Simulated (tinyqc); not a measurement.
Competing polymorphs of an oxide film: bulk, surface, grain-boundary, dopant and field terms: one step, computed by the program tinyqc.

Phases: monoclinic m (reference), polar orthorhombic o, tetragonal t. Free energies per formula unit (f.u.); 1 J/m^2 x angstrom^3/nm = 6.241509 meV.

Question. Crossing points. With G = b + gamma Omega A (b the bulk free energy per formula unit, A the area per volume), two phases i, j cross at A_ij = (b_j - b_i)/(Omega (gamma_i - gamma_j)); o has a window only if A_mo < A_ot.

Inputs (values chosen for the exercise, for a model oxide):

| quantity | value | unit |
|---|---|---|
| surface energy of m | 3.39 | J/m^2 |
| surface energy of o | 2.98 | J/m^2 |
| surface energy of t | 2.8 | J/m^2 |
| volume per formula unit Omega | 32.7 | angstrom^3 |
| temperature T | 900 | K |

b (meV/f.u.): m 0.00, o 4.53, t -3.60

Give: A_mo; A_ot; A_mt.

Answer.

A_mo = 0.05413 1/nm

A_ot = -0.2213 1/nm

A_mt = -0.02990 1/nm

t is lowest at every size.
